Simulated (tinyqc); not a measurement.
# Small-signal admittance of a forward-biased p+-n diode: effects of single changes

Holes injected into a neutral base of width wb with an ohmic contact at its end; low injection, p0 far above the equilibrium density. A small voltage v exp(i w t), w = 2 pi f, modulates the edge density by p0 v/Vt, and the small-signal density obeys Dp d2p/dx2 = (1/tau + i w) p.

Parameters, values chosen for the exercise; permittivity close to that of silicon:
- T = 300 K (temperature)
- eps_r = 11.7 (relative permittivity)
- Nd = 9.7e15 cm^-3 (donor density of the base)
- Dp = 5.8 cm^2/s (hole diffusion coefficient)
- tau = 1e-6 s (hole lifetime)
- wb = 21 um (width of the neutral base)
- p0 = 6.5e13 cm^-3 (excess hole density at the junction edge)
- Na = 9e18 cm^-3 (acceptor density of the p+ side)
- Rs = 0.0011 ohm cm^2 (series resistance)
- f = 8.4e5 Hz (signal frequency)

Constants: q = 1.602176634e-19 C, kB = 1.380649e-23 J/K, Vt = kB T/q, eps0 = 8.8541878128e-14 F/cm where lengths are in cm. Results are converted to the units shown.

Each table varies one quantity; the others keep the values above.

## Admittance against frequency

L = sqrt(Dp tau); direct current J = (q Dp p0/L) coth(wb/L); k = sqrt(1 + i w tau)/L; diffusion admittance Y = (q Dp p0/Vt) k coth(k wb) = G + i w C_diff; junction capacitance C_j = sqrt(q eps0 eps_r Nd/(2 Vr)) in the depletion approximation, with the remaining barrier Vr = Vt ln(Na/p0), a rough value under forward bias; base-width modulation is left out. Measured admittance 1/[Rs + 1/(Y + i w C_j)].

The same in every row: C_j (uF/cm^2) = 0.05129.

Admittance against frequency:

| f (Hz) | w tau | G (S/cm^2) | C_diff (uF/cm^2) | measured G (S/cm^2) | measured C (uF/cm^2) | phase of the measured Y (degrees) |
|---|---|---|---|---|---|---|
| 1000 | 0.006283 | 1.381 | 0.2562 | 1.379 | 0.3066 | 0.08002 |
| 6000 | 0.03770 | 1.381 | 0.2562 | 1.379 | 0.3066 | 0.4801 |
| 20000 | 0.1257 | 1.381 | 0.2562 | 1.379 | 0.3066 | 1.600 |
| 1e5 | 0.6283 | 1.386 | 0.2559 | 1.384 | 0.3063 | 7.917 |
| 4e5 | 2.513 | 1.452 | 0.2515 | 1.451 | 0.3018 | 27.60 |
| 2e6 | 12.57 | 2.461 | 0.1877 | 2.464 | 0.2377 | 50.48 |
| 7e6 | 43.98 | 4.603 | 0.1022 | 4.629 | 0.1519 | 55.29 |
| 3e7 | 188.5 | 9.443 | 0.04983 | 9.734 | 0.09901 | 62.46 |
| 1e8 | 628.3 | 17.21 | 0.02735 | 19.42 | 0.07552 | 67.74 |

G starts at J/Vt = 1.38 S/cm^2 and C_diff at (J tau/(2 Vt))(1 - 2 x/sinh 2x) = 0.256 uF/cm^2, x = wb/L = 0.872. Between the last two rows G goes as f^(0.50) and C_diff as f^(-0.50); the limits are 1/2 and -1/2, reached when the signal penetrates only sqrt(Dp/w). The measured C is 0.30 % below C_diff + C_j in the first row and 4.0 % below it in the last, the difference being due to Rs.

## Effect of the excess hole density at the junction edge

Same model as above.

The same in every row: w tau = 5.2779.

Effect of the excess hole density at the junction edge:

| p0 (cm^-3) | G (S/cm^2) | C_diff (uF/cm^2) | C_j (uF/cm^2) | measured G (S/cm^2) | measured C (uF/cm^2) | phase of the measured Y (degrees) |
|---|---|---|---|---|---|---|
| 1e9 | 2.5656e-5 | 3.6512e-6 | 0.036858 | 6.7291e-5 | 0.036862 | 89.980 |
| 1e10 | 2.5656e-4 | 3.6512e-5 | 0.038862 | 3.0292e-4 | 0.038898 | 89.915 |
| 1e11 | 0.0025656 | 3.6512e-4 | 0.041232 | 0.0026186 | 0.041597 | 89.317 |
| 1e12 | 0.025656 | 0.0036512 | 0.044097 | 0.025725 | 0.047746 | 84.171 |
| 1e13 | 0.25656 | 0.036512 | 0.047657 | 0.25670 | 0.084121 | 59.965 |
| 1e14 | 2.5656 | 0.36512 | 0.052246 | 2.5636 | 0.41502 | 40.511 |
| 1e15 | 25.656 | 3.6512 | 0.058480 | 25.339 | 3.5073 | 36.149 |

Read the table: what changes, and by how much?

As p0 goes from 1e9 to 1e15, G rises from 2.57e-5 to 25.7 S/cm^2, C_diff rises from 3.65e-6 to 3.65 uF/cm^2 and the measured C rises from 0.0369 to 3.51 uF/cm^2. C_diff exceeds C_j for p0 = 1e14, 1e15.

Numbers from tinyqc (`OMP_NUM_THREADS=1 python tinyqc.py 2890137 2890138 out.jsonl`; about 0.01 s on one thread of a shared Intel Xeon 2.30GHz).
